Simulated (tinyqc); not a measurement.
Inside a calculation. Model: frequency dispersion of an accumulation capacitance by border traps, distributed model.

tinyqc, about 0.6 s, one thread, Intel Xeon 2.30GHz (shared host): `OMP_NUM_THREADS=1 python tinyqc.py 2202103 2202104 out.jsonl` Printed values are rounded.

Traps spread evenly through the insulator exchange electrons with the semiconductor by tunnelling, with tau(x) = t0 exp(2 ka x) at depth x from the interface. The admittance per area Y seen at depth x obeys dY/dx = -Y^2/(i w eps0 eox) + q Nb ln(1 + i w tau)/tau, with Y(0) = i w Cs and w = 2 pi f; the gate sees Y(tox) = G + i w C. Working variable y = Y/(i w), in uF/cm^2. Cox = eps0 eox/tox.

Parameters, values chosen for the exercise; permittivity close to that of silicon dioxide:

| symbol | value | unit | meaning |
|---|---|---|---|
| eox | 3.81 |  | relative permittivity of the insulator |
| tox | 7.2 | nm | insulator thickness |
| Cs | 4.7 | uF/cm^2 | semiconductor capacitance in accumulation |
| Nb | 5.1e19 | cm^-3 eV^-1 | density of border traps |
| ka | 5.3 | 1/nm | decay constant of the wave function in the insulator |
| t0 | 8e-10 | s | time constant of a trap at the interface |
| f | 1e6 | Hz | frequency |
| xe | 0.97 | nm | depth down to which the steps are taken |

Constants: q = 1.602176634e-19 C, eps0 = 8.8541878128e-14 F/cm where lengths are in cm. Results are converted to the units shown.

## Scales and lumped estimate

Cox; trap-free value 1/(1/Cox + 1/Cs); response depth d = ln(1/(w t0))/(2 ka), where w tau = 1; lumped estimate: all traps within d act as C_bt = q Nb d placed at d/2, so C = 1/{1/[1/(1/Cs + d/(2 eps0 eox)) + C_bt] + (tox - d/2)/(eps0 eox)}.

Cox = 0.468534 uF/cm^2
trap-free C = 0.426061 uF/cm^2
d = 0.499342 nm
C_bt = 0.408017 uF/cm^2
lumped C = 0.431585 uF/cm^2

The traps within reach amount to 0.0868 Cs and lie in the first 6.94 % of the insulator.

## Midpoint steps through the active depth

In terms of y: dy/dx = -y^2/(eps0 eox) + s(x), s = q Nb ln(1 + z)/z, z = i w tau. 8 midpoint steps of h = xe/8: y_half = y + (h/2) y'(x, y), y(new) = y + h y'(x + h/2, y_half).

```
point    x (nm)    s (uF/(cm^2 nm))       y (uF/cm^2)
0             0  0.817103-0.002054i  4.70000+0.00000i
1      0.121250  0.817020-0.007424i  4.11815-0.00043i
2        0.2425  0.815937-0.026788i  3.68085-0.00192i
3      0.363750  0.802238-0.094422i  3.34243-0.00723i
4         0.485  0.675094-0.262853i  3.06967-0.02483i
5      0.606250  0.331322-0.311133i  2.82074-0.05620i
6        0.7275  0.107842-0.176279i  2.58284-0.07278i
7      0.848750  0.031119-0.074550i  2.37091-0.07337i
8          0.97  0.008706-0.027772i  2.18758-0.06725i
```

## Capacitance and conductance at the gate

y at xe = 2.18758-0.06725i uF/cm^2

Beyond xe the traps are ignored, so 1/y(tox) = 1/y(xe) + (tox - xe)/(eps0 eox); C = Re y, G/w = -Im y, loss tangent G/(w C).

y at the gate = 0.434111-0.002646i uF/cm^2
C = 0.434111 uF/cm^2
G/w = 0.00264590 uF/cm^2
loss tangent = 0.00609499

A fine integration over the whole insulator gives C = 0.43378 and G/w = 0.002821 uF/cm^2; the coarse G/w is 6.2 % below that. The fine C is 1.8 % above the trap-free value, and the lumped estimate is 0.51 % below the fine result.
